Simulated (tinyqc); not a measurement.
# Changing the energy relaxation time tau_E

Model: velocity overshoot from momentum and energy balance equations after a field step. Computed by tinyqc, a small Python program. Command: `OMP_NUM_THREADS=1 python tinyqc.py 3031112 3031113 out.jsonl overshoot sweep`. One thread of a shared host (Intel(R) Xeon(R) Processor @ 2.30GHz), about 0.04 s of CPU time with the checks.

At t = 0 the field jumps from 0 to F in a uniform sample. v is the drift velocity and u = w - (3/2) k_B T the excess energy per carrier.

Inputs (values chosen for the exercise, modelled on electrons in strained silicon except for tau_E):
```
quantity                 value        unit
effective mass m          0.19         m_0
low-field mobility mu_0   2500  cm^2/(V s)
saturation velocity v_s    1.1    1e7 cm/s
field after the step F      22       kV/cm
lattice temperature T      300           K
time step dt               7.5          fs
```

Scheme: explicit Euler.

Constants: m_0 = 9.1093837015e-31 kg; e = 1.602176634e-19 C; k_B = 8.617333262e-05 eV/K.

Method:
- dv/dt = e F/m - v/tau_m(u), du/dt = e F v - u/tau_E, tau_m(u) = tau_0/(1 + c u), tau_0 = m mu_0/e, c = mu_0/(e tau_E v_s^2); this choice gives the steady state v (1 + mu_0 F v/v_s^2) = mu_0 F, which saturates at v_s. Steady velocity v = 2 mu_0 F/(1 + sqrt(1 + 4 (mu_0 F/v_s)^2)); u = e F v tau_E; carrier temperature T + 2u/(3 k_B), neglecting the drift energy m v^2/2.
- Step: v_new = v + dt (e F/m - v/tau_m(u)), u_new = u + dt (e F v - u/tau_E). Start v = u = 0; the distance adds dt (v + v_new)/2.
- Run to 8 times the larger of tau_E and tau_0, but at most 20001 steps, and stop early if |v| > 1000 v_s or u < -1/(2c); the run is accepted if the last v is within 0.5 % of the steady value.

One run for each value; columns: (1) energy relaxation time tau_E (ps); (2) peak over steady velocity; (3) time of the peak (fs); (4) distance at the peak (nm); (5) steady carrier temperature (K):
```
(1)      (2)    (3)     (4)     (5)
0.10  1.3873  112.5  10.077   469.4
0.15  1.5204  127.5  12.690   554.1
0.24  1.6968  142.5  15.739   706.6
0.36  1.8662  157.5  19.059   910.0
0.55  2.0605  180.0  24.301  1231.9
0.85  2.2772  202.5  30.226  1740.2
1.30  2.5045  232.5  38.642  2502.6
2.00  2.7482  262.5  48.053  3688.6
```

Over the rows, peak over steady velocity rises from 1.39 to 2.75 (exponent d ln y / d ln x between 0.22 and 0.23); time of the peak (fs) rises from 112 to 262 (exponent d ln y / d ln x 0.31 between the first rows and 0.28 between the last); distance at the peak (nm) rises from 10.1 to 48.1 (exponent d ln y / d ln x 0.57 between the first rows and 0.51 between the last). The steady velocity is the same in every row; a longer tau_E delays the heating and so lets v climb further towards mu_0 F.

Extremes, crossings and ranges named in words are read from the listed rows.
